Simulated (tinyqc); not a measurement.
Capacitances against the distance to each plane.

Endless row of lines of width wl, height tl and space sl between grounded planes at distance hd; e2 fills the gaps beside the lines, e1 the rest. Laplace's equation is solved on meshes of 3, 6 and 12 steps per unit u and extrapolated (Aitken), which is good to about 0.2 %. C_even (all lines at 1 V) is the capacitance Cg to the planes; C_odd (neighbours in antiphase) = Cg + 4 Cc if only nearest neighbours couple, which defines Cc; total with quiet neighbours Cg + 2 Cc. Plate values 2 eps0 e1 wl/hd and eps0 e2 tl/sl.

Inputs (values chosen for the exercise): relative permittivity above and below the lines e1 = 2.7; relative permittivity between the lines e2 = 2.4; line width, in units u wl = 4 u; line height tl = 10 u; space between lines sl = 6 u.

Constants: eps0 = 8.8541878128e-12 F/m. Results are converted to the units shown.

The same in every row: plate Cc (aF/um) = 35.4.

Result of one run:

| hd (u) | Cg (aF/um) | Cc (aF/um) | Cg + 2 Cc (aF/um) | C_odd (aF/um) | plate Cg (aF/um) | share of coupling, 2 Cc/(Cg + 2 Cc) (%) |
|---|---|---|---|---|---|---|
| 6 | 71.8 | 40.3 | 152 | 233 | 31.9 | 52.9 |

What becomes of these results when the distance to each plane hd is changed from 6 to 8 u, all else the same?

Result of the changed run:

| hd (u) | Cg (aF/um) | Cc (aF/um) | Cg + 2 Cc (aF/um) | C_odd (aF/um) | plate Cg (aF/um) | share of coupling, 2 Cc/(Cg + 2 Cc) (%) |
|---|---|---|---|---|---|---|
| 8 | 55.2 | 43.8 | 143 | 230 | 23.9 | 61.3 |

The whole series:

| hd (u) | Cg (aF/um) | Cc (aF/um) | Cg + 2 Cc (aF/um) | C_odd (aF/um) | plate Cg (aF/um) | share of coupling, 2 Cc/(Cg + 2 Cc) (%) |
|---|---|---|---|---|---|---|
| 2 | 182 | 27.7 | 237 | 293 | 95.6 | 23.3 |
| 3 | 131 | 31.9 | 195 | 258 | 63.8 | 32.7 |
| 4 | 103 | 35.3 | 173 | 244 | 47.8 | 40.7 |
| 5 | 84.4 | 38.1 | 161 | 237 | 38.3 | 47.4 |
| 6 | 71.8 | 40.3 | 152 | 233 | 31.9 | 52.9 |
| 8 | 55.2 | 43.8 | 143 | 230 | 23.9 | 61.3 |
| 10 | 44.8 | 46.2 | 137 | 230 | 19.1 | 67.3 |

As hd goes from 2 to 10, Cg falls from 182 to 44.8 aF/um, Cc rises from 27.7 to 46.2 aF/um and the share of coupling rises from 23.3 to 67.3 %. Cg is 1.90 times its plate value in the first row and 2.34 times in the last; for Cc the ratios are 0.782 and 1.30. Neighbours in antiphase raise the load by a factor of 1.23 and 1.67 over quiet ones. For hd = 10 the planes are farther than 0.8 of the pitch, so second neighbours couple too and Cg + 2 Cc understates the quiet load by a per cent or more.

Computed by the program tinyqc: `OMP_NUM_THREADS=1 python tinyqc.py 2790230 2790231 out.jsonl`, one thread of a shared Intel Xeon 2.30GHz, about 0.8 s for the whole run.
